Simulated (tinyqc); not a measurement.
Substrate current against gate voltage: lateral field, substrate current, probability of reaching the oxide barrier and hot-carrier lifetime of a silicon transistor (pseudo-two-dimensional and lucky-electron models). Computed by tinyqc, a small Python program. Command: `OMP_NUM_THREADS=1 python tinyqc.py 3029388 3029389 out.jsonl hotcar walk`. One thread of a shared host (Intel(R) Xeon(R) Processor @ 2.30GHz), about 0.01 s of CPU time with the checks.

Local-field models: a lucky carrier gains its energy at the peak field over a path free of collisions. Voltages are magnitudes.

Inputs (values chosen for the exercise, modelled on a silicon n-channel):
```
quantity,value,unit
channel length L,630,nm
oxide thickness t,12,nm
junction depth x_j,150,nm
mobility mu,390,cm^2/(V s)
saturation velocity v_s,0.84,1e7 cm/s
threshold voltage V_T,0.6,V
drain voltage V_D,3,V
ionisation prefactor A_i,1.8e+06,1/cm
ionisation field B_i,1.77,MV/cm
hot-carrier mean free path lambda,8,nm
oxide barrier phi_b,3.1,eV
interface-trap threshold phi_it,3.7,eV
lifetime constant H,700,s microampere/micrometre
```

Drain: abrupt.

Constants: eps_0 = 8.8541878128e-12 F/m.

Method:
- C_ox = 3.9 eps_0/t; F_sat = 2 v_s/mu; V_Dsat = V_ov F_sat L/(V_ov + F_sat L), V_ov = V_G - V_T; I_D/W = C_ox v_s (V_ov - V_Dsat).
- Scale length l = 0.22 t^(1/3) x_j^(1/2) (all in cm); F_m = sqrt(((V_D - V_Dsat)/l_e)^2 + F_sat^2), with l_e = l; length of the velocity-saturated region l_e ln((V_D - V_Dsat)/(l_e F_sat) + F_m/F_sat).
- Substrate current I_sub/I_D = (A_i/B_i)(V_D - V_Dsat) exp(-B_i/F_m); probability of reaching the oxide barrier exp(-phi_b/(e lambda F_m)); lifetime tau = (H/(I_D/W)) exp(phi_it/(e lambda F_m)).

At the given drain voltage:
```
V_G (V),V_Dsat (V),I_D/W (microampere/micrometre),F_m (kV/cm),I_sub/W (microampere/micrometre),tau (s)
0.73,0.1241,1.44,320.54,0.01680,8.9999e+08
0.87,0.2456,5.91,307.24,0.05208,4.0868e+08
1.10,0.4222,18.80,287.94,0.10546,3.5212e+08
1.40,0.6179,44.03,266.59,0.13949,5.4419e+08
1.70,0.7827,76.69,248.64,0.14004,1.0933e+09
2.10,0.9660,129.07,228.73,0.11633,3.2803e+09
2.50,1.1176,189.13,212.32,0.08674,1.0686e+10
2.90,1.2449,255.03,198.56,0.06122,3.5822e+10
3.30,1.3535,325.49,186.88,0.04199,1.2039e+11
```

I_sub peaks at V_G = 1.7 V, 0.57 V_D: a higher gate voltage brings more carriers but raises V_Dsat and so lowers F_m. The shortest lifetime among the rows lies at V_G = 1.1 V, below that of the largest I_sub, since tau depends more steeply on the field.

Extremes, crossings and ranges named in words are read from the listed rows.
